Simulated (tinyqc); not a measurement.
From one set of inputs to another, one input at a time: sheet resistance of a shallow doped layer with concentration-dependent mobility and limited activation. Computed by tinyqc, a small Python program. Command: `OMP_NUM_THREADS=1 python tinyqc.py 3013090 3013091 out.jsonl irvin ladder`. One thread of a shared host (Intel(R) Xeon(R) Processor @ 2.30GHz), about 0.03 s of CPU time with the checks.

A layer of one dopant lies in a background of the opposite type. Current flows parallel to the surface down to the junction; depletion is ignored.

The inputs printed are set A. Set A is modelled on phosphorus in silicon; the values taken over come from a set modelled on arsenic in silicon. Inputs not listed in the table keep their values of set A, so the rows need not describe a real material.

Inputs (values chosen for the exercise, modelled on phosphorus in silicon):
```
quantity                          value        unit
surface concentration C_s       3.3e+20      1/cm^3
length l                            160          nm
tail abruptness                     3.1   nm/decade
background C_B                  9.2e+15      1/cm^3
mobility floor mu_min              67.1  cm^2/(V s)
mobility mu_max                    1400  cm^2/(V s)
reference density N_r          9.84e+16      1/cm^3
exponent alpha                    0.717           -
prefactor of the active limit   7.9e+21      1/cm^3
energy of the active limit        0.325          eV
anneal temperature T                900           C
```

Profile: box with exponential tail.

Constants: k_B = 8.617333262e-05 eV/K; e = 1.602176634e-19 C.

Method:
- C(x) = C_s for x < l and C_s 10^(-(x - l)/abruptness) beyond.
- Temperatures in kelvin are T(C) + 273.15.
- Active limit C_a = prefactor x exp(-energy/(k_B T)); the junction lies where C = C_B, and the profile exceeds C_a down to x_a (zero if C_s is below C_a). Slope at the junction in nm per decade = ln(10) C/|dC/dx|.
- Active density N = min(C, C_a); carriers n = N - C_B; mobility mu = mu_min + (mu_max - mu_min)/(1 + ((N + C_B)/N_r)^alpha).
- Integrals from 0 to x_j, where C = C_B (Gauss-Legendre, 60 points on each smooth piece; 1 nm = 1e-7 cm): dose int C dx, carriers int n dx, mean mobility int n mu dx/int n dx, R_s = 1/(e int n mu dx).

Each row keeps all changes above it:
```
input moved                                                                                                                                       from                           to  sheet resistance R_s (ohm/square)  junction depth x_j (nm)  product R_s x_j (ohm nm)
set A                                                                                                                                                -                            -                              17.11                   174.12                      2980
anneal temperature T (C)                                                                                                                           900                          850                              19.60                   174.12                      3413
mobility mu_max (cm^2/(V s)) and mobility floor mu_min (cm^2/(V s)) and reference density N_r (1/cm^3) and exponent alpha  1400, 67.1, 9.84e+16, 0.717  1410, 52.5, 9.67e+16, 0.683                              24.01                   174.12                      4181
tail abruptness (nm/decade)                                                                                                                        3.1                          4.7                              23.87                   181.41                      4331
background C_B (1/cm^3)                                                                                                                        9.2e+15                      3.7e+17                              23.92                   173.87                      4158
surface concentration C_s (1/cm^3)                                                                                                             3.3e+20                      2.5e+19                             189.91                   168.60                     32019
```

Sheet resistance R_s goes from 17.1 to 190, a factor 11.1 in all. The largest single move comes from surface concentration C_s (a factor 7.94). Junction depth x_j goes from 174 to 169, a factor 0.968 in all. The largest single move comes from background C_B (a factor 0.958), and tail abruptness works against it (a factor 1.04). Product R_s x_j goes from 2980 to 32000, a factor 10.7 in all. The largest single move comes from surface concentration C_s (a factor 7.70). The single moves hold for this order of the switches; the total does not depend on the order.

Caution (rows set A, anneal temperature T, mobility mu_max, tail abruptness, background C_B): above about 2e20 per cm^3 measured mobilities fall further than this form.

Extremes, crossings and ranges named in words are read from the listed rows.
